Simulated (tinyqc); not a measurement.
Inside a calculation. Model: one anharmonic mode: perturbation theory, self-consistent phonons and exact levels. Computed by tinyqc, a small Python program that keeps every step. Command: `OMP_NUM_THREADS=1 python tinyqc.py 3012074 3012075 out.jsonl scp walk`. One thread of a shared host (Intel(R) Xeon(R) Processor @ 2.30GHz), about 0.03 s of CPU time with the checks. Intermediate numbers are printed to about 7 digits and carried at full precision; extremes and crossings named in words are read from the listed rows.

V(x) = k x^2/2 + b x^4 for one coordinate x of mass M. A constant K > 0 gives hbar Omega = sqrt((hbar^2/u) K/M) with K in eV/angstrom^2 and M in u.

Inputs (values chosen for the exercise, for a model mode):
```
quantity                          value           unit
mode mass M                        47.3              u
harmonic constant k                2.35  eV/angstrom^2
quartic constant b                  104  eV/angstrom^4
temperature T                        38              K
mixing                              0.7              -
basis size N of the small matrix      6              -
```

Shape: single well.

Constants: hbar^2/u = 4.18015928e-03 eV angstrom^2; k_B = 8.617333262e-05 eV/K.

## Harmonic values and first-order shift

<x^2> = (hbar Omega/(2K)) coth(hbar Omega/(2 k_B T)) at K = k; first order in b shifts the quantum by 6 b <x^2> hbar Omega/k.

harmonic quantum = 14.41119 meV

harmonic <x^2> = 0.003142365 angstrom^2

first-order shift = 12.02467 meV

Caution: the first-order shift is large, so perturbation theory overshoots.

## Self-consistent cycle

Self-consistent phonon, centred at x = 0: K = k + 12 b <x^2>, <x^2> = (hbar Omega/(2K)) coth(hbar Omega/(2 k_B T)). Start at K = |k|; K(new) = K + mixing x (K_out - K), but at least K/20; stop when |K_out - K| < 1e-9 |k| or after 90 steps.

Iterations:
```
step  K (eV/angstrom^2)  hbar Omega (meV)     K_out      K_out - K
0              2.350000          14.41119  6.271672   3.921672e+00
1              5.095170          21.21999  4.956772  -1.383979e-01
2              4.998292          21.01729  4.982429  -1.586243e-02
3              4.987188          20.99393  4.985419  -1.768323e-03
4              4.985950          20.99132  4.985754  -1.964842e-04
5              4.985812          20.99103  4.985791  -2.182399e-05
6              4.985797          20.99100  4.985795  -2.423946e-06
7              4.985795          20.99100  4.985795  -2.692215e-07
8              4.985795          20.99100  4.985795  -2.990173e-08
9              4.985795          20.99100  4.985795  -3.321108e-09
10             4.985795          20.99100  4.985795  -3.688667e-10
```

converged (1 yes, 0 no) = 1

self-consistent K = 4.985795 eV/angstrom^2

Converged at step 10.

## Self-consistent results

Its free energy is F = k_B T ln[2 sinh(hbar Omega/(2 k_B T))] + (k - K)<x^2>/2 + 3 b <x^2>^2, an upper bound to the exact one.

self-consistent quantum = 20.99100 meV

self-consistent <x^2> = 0.002112015 angstrom^2

self-consistent free energy = 9.098399 meV

## Hamiltonian in a small basis

Basis: oscillator states n of the constant |k|, with x = s (a + a+), s^2 = hbar Omega/(2|k|); H = hbar Omega (n + 1/2) + (k - |k|) x^2/2 + b x^4, with exact matrix elements of x^2 and x^4.

H (meV), lower triangle (symmetric):
```
         1        2        3         4         5         6
1  10.1389
2   0.0000  36.2833
3   8.2967   0.0000  74.1610
4   0.0000  23.9504   0.0000  123.7720
5   4.7901   0.0000  47.4194    0.0000  185.1162
6   0.0000  10.7109   0.0000   78.7091    0.0000  258.1936
```

## Levels in the small basis

Diagonalise H.

levels (meV): 9.0703  29.6549  57.4434  92.5995  202.9024  295.9946

## Exact levels and averages

Exact values use 120 basis states: F = -k_B T ln sum exp(-E_n/(k_B T)), and <x^2> is the Boltzmann mean.

lowest exact levels (meV): 9.0558  29.6306  54.2258  81.6069  111.2492  142.8250

E_1 - E_0 = 20.57475 meV

exact free energy = 9.049708 meV

exact <x^2> = 0.002147849 angstrom^2

The self-consistent free energy lies 0.049 meV above the exact one, and its <x^2> is -1.7 % off. The small basis misses E_0 by 0.0145 meV.

## Three descriptions against temperature

The classical <x^2> is int x^2 exp(-V/(k_B T)) dx / int exp(-V/(k_B T)) dx (2001 points over six exact widths each way).

Results; columns: (1) T (K); (2) hbar Omega, self-consistent (meV); (3) <x^2>, self-consistent; (4) <x^2>, exact; (5) F, self-consistent (meV); (6) F, exact (meV); (7) <x^2>, classical:
```
(1)       (2)          (3)          (4)        (5)        (6)           (7)
8.4  20.97657  0.002106527  0.002141183   9.103800   9.055821  2.714073e-04
20   20.97662  0.002106545  0.002141207   9.103791   9.055809  5.754995e-04
42   21.00306  0.002116609  0.002153302   9.092820   9.043532   0.001042321
75   21.30706  0.002233226  0.002288834   8.853807   8.787581   0.001604893
130  22.27058  0.002613924  0.002730212   7.353324   7.213532   0.002357865
230  24.09336  0.003380170  0.003621198   1.510748   1.159666   0.003435790
400  26.58085  0.004523054  0.004951522  -14.49088  -15.29035   0.004858663
670  29.48161  0.005997531  0.006668771  -49.40227  -51.00437   0.006619831
```

The self-consistent quantum hardens from 20.98 to 29.48 meV, since a wider spread samples the steep quartic walls. Its <x^2> misses by -1.6 % at the lowest T and -10.1 % at the highest; the excess in F runs from 0.048 to 1.602 meV. The classical value is 0.13 of the exact one at the lowest T and 0.993 at the highest.

Checks made by the program: dF/dK = 0 at the solution (relative difference below 1e-10).
